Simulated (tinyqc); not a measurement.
From peak concentration back to beam energy E: sputter depth profiling of a dopant layer: erosion rate, quantification and the mixing-roughness response. Computed by tinyqc, a small Python program. Command: `OMP_NUM_THREADS=1 python tinyqc.py 3031633 3031634 out.jsonl sims inv`. One thread of a shared host (Intel(R) Xeon(R) Processor @ 2.30GHz), about 0.09 s of CPU time with the checks.

A rastered ion beam erodes silicon (49.94 atoms per nm^3). The measured profile is the true one convolved with a depth response.

Inputs (values chosen for the exercise, modelled on a dopant in silicon under an oxygen or caesium beam):
```
quantity                               value    unit
beam current                             100      nA
raster side                              250      um
sputter yield at 1 keV                   1.1       -
mixing length at 1 keV                   1.8      nm
roughness sigma                          1.5      nm
depth of the layer z0                     47      nm
sheet density Q                      1.9e+12  1/cm^2
relative sensitivity factor RSF        4e+20  1/cm^3
matrix count rate                     600000     1/s
background count rate                   0.95     1/s
counting time per point                    1       s
level that defines the junction C_B    4e+17  1/cm^3
```

True profile: delta layer.

Constants: e = 1.602176634e-19 C.

Method:
- Scaling chosen for the exercise: yield Y = Y1 E^0.5, mixing length w = w1 E^0.5 (E in keV).
- Erosion rate = Y I/(e x raster^2 x density); depth step = rate x counting time; concentration = RSF x counts/matrix counts; detection limit = RSF x 3 sqrt(background x time)/(matrix rate x time).
- Mixing alone turns a layer at z0 into (1/w) exp(-(z - z0 + w)/w) for z > z0 - w; roughness adds a Gaussian of width sigma. With x = z - z0 + w: g(x) = (1/(2w)) exp(sigma^2/(2 w^2) - x/w) erfc((sigma/w - x/sigma)/sqrt2), and its integral G(x) = (1/2) erfc(-x/(sigma sqrt2)) - w g(x). Measured: Q g(x), 1 nm = 1e-7 cm.
- Find the maximum, the full width at half maximum and the deep point where the profile falls to C_B; far down, the trailing edge decays by w ln(10) per decade.

Task: A run gave the result below. Find the beam energy E, known to lie between 0.8 and 1.9 keV.

peak concentration = 3.577512e+18 1/cm^3

Result:

Each step takes the trial c = (a f_b - b f_a)/(f_b - f_a), f being the result less the target and a, b, c the logarithms of the listed values; c replaces end b, the old b replaces a if the sign of f changed, and otherwise f_a is halved.

Scan of the range:
```
beam energy E (keV)  peak concentration (1/cm^3)
0.800                                3.87598e+18
0.924                                3.78462e+18
1.070                                3.68849e+18
1.230                                3.59454e+18
1.420                                3.49533e+18
1.640                                3.39376e+18
1.900                                3.28820e+18
```

False position (Illinois rule, in the logarithm of the input) inside the bracket:
```
step    end a    end b    trial  peak concentration (1/cm^3)
1     1.23000  1.42000  1.26070                  3.57767e+18
2     1.42000  1.26070  1.26100                  3.57751e+18
3     1.42000  1.26100  1.26100                  3.57751e+18
4     1.26100  1.26100  1.26100                  3.57751e+18
```

Peak concentration falls at every point of a 13-point scan of the range (every second point is shown), so one value fits; it is bracketed by 1.23 and 1.42. Answer: beam energy E = 1.261 keV.
